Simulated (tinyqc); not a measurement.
# Changing the time step dt

Model: molecular dynamics of a small cluster by velocity Verlet steps. Computed by tinyqc, a small Python program. Command: `OMP_NUM_THREADS=1 python tinyqc.py 3000785 3000786 out.jsonl verlet sweep`. One thread of a shared host (Intel(R) Xeon(R) Processor @ 2.30GHz), about 0.2 s of CPU time with the checks.

E = sum_i {sum_j A exp(-p (r_ij/r0 - 1)) - xi sqrt(rho_i)}, rho_i = sum_j exp(-2 q (r_ij/r0 - 1)); the force on i is -sum_j w_ij (R_i - R_j)/r_ij with w_ij = -(2p/r0) A exp(-p (r_ij/r0 - 1)) + (xi q/r0) exp(-2 q (r_ij/r0 - 1)) (rho_i^(-1/2) + rho_j^(-1/2)).

Inputs (values chosen for the exercise, for model atoms):

| quantity | value | unit |
|---|---|---|
| length r0 | 2.42 | angstrom |
| repulsion A | 0.14 | eV |
| hopping xi | 1.82 | eV |
| decay p | 11.4 | - |
| decay q | 3.03 | - |
| atomic mass M | 60.3 | u |
| steps | 300 | - |

Potential: Gupta. Thermostat: none.

starting positions (angstrom):
```
           x      y      z
atom 1  0.02  -0.01      0
atom 2  2.24  -0.02  -0.03
atom 3  1.14   1.92      0
```

starting velocities (angstrom/fs):
```
              x         y         z
atom 1  0.00028  -0.00245  -0.00332
atom 2  -0.0015   0.00091   0.00184
atom 3  0.00121   0.00154   0.00148
```

Constants: 1 eV/(angstrom u) = 9.648533212e-03 angstrom/fs^2; k_B = 8.617333262e-05 eV/K.

Method:
- Relax the cluster, diagonalise the Hessian (central differences): omega_max = sqrt(c lambda_max/M). Verlet steps are stable for omega_max dt < 2.
- Velocity Verlet: a = c F/M with c = 9.648533212e-3 angstrom/fs^2 per eV/(angstrom u); R(new) = R + v dt + a dt^2/2; v(new) = v + (a + a(new)) dt/2. Kinetic energy K = M v^2/(2c); temperature T = 2K/((3N - 3) k_B), rotation of the cluster included.
- Spread = largest minus smallest value. The test of the step is the spread (largest minus smallest) of the total energy over the run without thermostat, against the spread of K; the step passes below 5 %. The mean T is over the second half.

One run for each value:

| time step dt (fs) | spread of the total energy (eV) | spread of the total over spread of K | omega_max dt |
|---|---|---|---|
| 0.23 | 0.0000095 | 0.000087 | 0.01978 |
| 0.34 | 0.0000209 | 0.000189 | 0.02923 |
| 0.52 | 0.0000488 | 0.000403 | 0.04471 |
| 0.78 | 0.0001096 | 0.000908 | 0.06707 |
| 1.20 | 0.0003065 | 0.002430 | 0.10318 |
| 1.80 | 0.0006902 | 0.005367 | 0.15477 |
| 2.70 | 0.0015517 | 0.012101 | 0.23216 |

Describe and explain the trends.

Over the rows, spread of the total energy (eV) rises from 9.54e-6 to 0.00155 (exponent d ln y / d ln x between 2.0 and 2.4); spread of the total over spread of K rises from 8.65e-5 to 0.0121 (exponent d ln y / d ln x between 1.8 and 2.3). At the low end the exponent of spread of the total energy is 2.00, close to 2: Verlet steps are of second order. The number of steps is fixed, so a longer step also covers a longer run; for runs of many periods the error scales as dt^2.

Extremes, crossings and ranges named in words are read from the listed rows.
